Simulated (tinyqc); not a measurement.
Surface photovoltage measurement of the minority-carrier diffusion length in a wafer: one step, computed by the program tinyqc.

Low injection, steady light, a depletion layer much thinner than 1/alpha and L. The excess density dn is taken at the front edge of the neutral region; light that reaches the back is lost.

Question. One wavelength. alpha = (84.732/lambda - 76.417)^2 per cm with lambda in micrometre (an empirical fit for silicon between 0.7 and 1.05 micrometre). Thick wafer: dn = Phi L/((S_f + D/L)(L + 1/alpha)). Finite wafer, with s = S_b L/D, w = W/L, a = alpha L: dn = [Phi a/(a^2 - 1)] [a - B - exp(-alpha W)(a - s)/(cosh w + s sinh w)]/(S_f + B D/L), B = (sinh w + s cosh w)/(cosh w + s sinh w). Photovoltage V = (k_B T/e) ln(1 + dn/n_0). Lifetime = L^2/D.

Inputs (values chosen for the exercise, modelled on p-type silicon at room temperature): diffusion length L = 30 micrometre; wafer thickness W = 300 micrometre; diffusivity D = 24.4 cm^2/s; front recombination velocity S_f = 23000 cm/s; back recombination velocity S_b = 210 cm/s; photon flux entering = 4e+12 1/(cm^2 s); minority density at the surface barrier scale n_0 = 2e+08 1/cm^3; temperature T = 298 K; wavelength = 817 nm.

Constants: k_B = 8.617333262e-05 eV/K.

Give: alpha; penetration depth 1/alpha; dn, thick wafer; B; dn, finite wafer; photovoltage V; lifetime.

Answer.

alpha = 745.0 1/cm

penetration depth 1/alpha = 13.42 micrometre

dn, thick wafer = 8.876e+07 1/cm^3

B = 1.0000

dn, finite wafer = 8.876e+07 1/cm^3

photovoltage V = 9.432 mV

lifetime = 0.3689 microsecond

Caution: dn is not small against n_0, so V is not linear in the flux; the constant-flux reading then needs dn, not V.
